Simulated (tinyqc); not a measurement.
What moves the results: Franz-Keldysh effect at a direct gap. A value that a table varies takes the place of the one given here.

Parabolic bands, vertical transitions, no excitons. For each hole band j: mr = me mj/(me + mj); joint density of states J_j(E) = (mr/c)^(3/2) sqrt(E - Eg)/(2 pi^2), both spins, c = hbar^2/2m0; averaged matrix element |e.p|^2 = m0 Ep/6; alpha_j(E) = 4 pi^2 alpha_f c Ep J_j/(3 nr E) in 1/angstrom (alpha_f the fine-structure constant, listed as alpha among the constants), times 1e8 for 1/cm.

In a field Fd (1 kV/cm = 1e-5 V/angstrom) the electro-optic energy of band j is th = (c (e Fd)^2/mr)^(1/3), and sqrt(E - Eg) in J_j is replaced by pi sqrt(th) [Ai'(b)^2 - b Ai(b)^2] with b = (Eg - E)/th; Ai is the Airy function.

Constants: hbar^2/2m0 = 3.80998211 eV angstrom^2; fine-structure constant alpha = 0.007297352564.

Inputs chosen for the exercise (near those of GaAs; not measured data): Eg = 1.41 eV (direct gap); me = 0.0659 m0 (electron mass); mhh = 0.511 m0 (heavy-hole mass); mlh = 0.0858 m0 (light-hole mass); Ep = 25.3 eV (Kane energy); nr = 3.6 (refractive index); Fd = 240 kV/cm (uniform field); det = 40 meV (detuning below the gap).

## Spectrum around the gap

Absorption (1/cm):
```
E - Eg (eV)  alpha(0)   alpha(F)  change
-0.1804             0      3.355       3
-0.1443             0      14.48      14
-0.1083             0      56.27      56
-0.0722             0      195.2     195
-0.0361             0      591.5     591
0.0000              0       1535    1535
0.0361           4902       3339   -1562
0.0722           6763       5952    -811
0.1083           8086       8537     451
0.1443           9118       9899     781
0.1804           9963       9991      28
0.2165          10672  1.027e+04    -404
0.2887          11800  1.199e+04     186
0.3609          12656  1.269e+04      37
```

At the gap alpha(F) = 1535 1/cm; 144.3 meV below it 14.5 1/cm remain, the tail falling as exp(-(4/3) b^(3/2)). Among the energies listed the largest rise is 1535 1/cm at E - Eg = 0.0 meV and the largest fall -1562 1/cm at 36.1 meV. It changes sign between 0.0 and 36.1 meV, between 72.2 and 108.3 meV, between 180.4 and 216.5 meV and between 216.5 and 288.7 meV; th is 72.2 meV for heavy holes and 83.8 meV for light holes.

## Tail absorption against field

At E = Eg - det; the field takes the values listed. The last column is the length for 10 dB of loss.

Results:
```
Fd (kV/cm)  th heavy (meV)  b heavy  alpha (1/cm)  length (micrometre)
10                    8.67    4.611      0.000782             2.94e+07
20                   13.77    2.905         0.367             6.27e+04
40                   21.86    1.830          11.9             1.93e+03
60                   28.64    1.397          44.3                  520
100                  40.26    0.993           145                  159
150                  52.76    0.758           288                 80.1
250                  74.17    0.539           553                 41.6
400                 101.46    0.394           877                 26.2
```

alpha grows by 4.8 decades from 10 to 60 kV/cm and by a factor 1.59 over the last step, where the field grows by 1.6: the exponent (4/3) b^(3/2) goes as 1/Fd, so the gain is steep only while b > 1 (deep in the tail the light-hole pair, with its smaller b, carries most of it), that is up to 60 kV/cm of those listed. Values below about 10 1/cm lie under the Urbach and exciton tails of a real crystal, left out here.

## What moves the tail

At E = Eg - det. Each row changes one parameter from the base and keeps the others.

Results:
```
case             th heavy (meV)  alpha (1/cm)
base                     72.174         528.4
Fd = 312 kV/cm           85.969         696.8
det = 50 meV             72.174         392.7
me = 0.0758 m0           69.276         581.9
mlh = 0.1115 m0          72.174         550.9
Ep = 27.8 eV             72.174         580.7
nr = 3.78                72.174         503.3
```

The largest shifts from the base row, up to three for each result and ties (the steps differ in size, so this ranks the rows, not the parameters). th heavy (meV): Fd +13.795, me -2.898; unchanged at the printed digits by det, mlh, Ep and nr. alpha (1/cm): Fd +168, det -136, me +53.5.

Computed by tinyqc, a small Python program: `OMP_NUM_THREADS=1 python tinyqc.py 1652090 1652091 out.jsonl` (the numbers bound the seed that draws the inputs); one thread of a shared host (Intel(R) Xeon(R) Processor @ 2.30GHz), about 0.01 s for the whole set of steps.
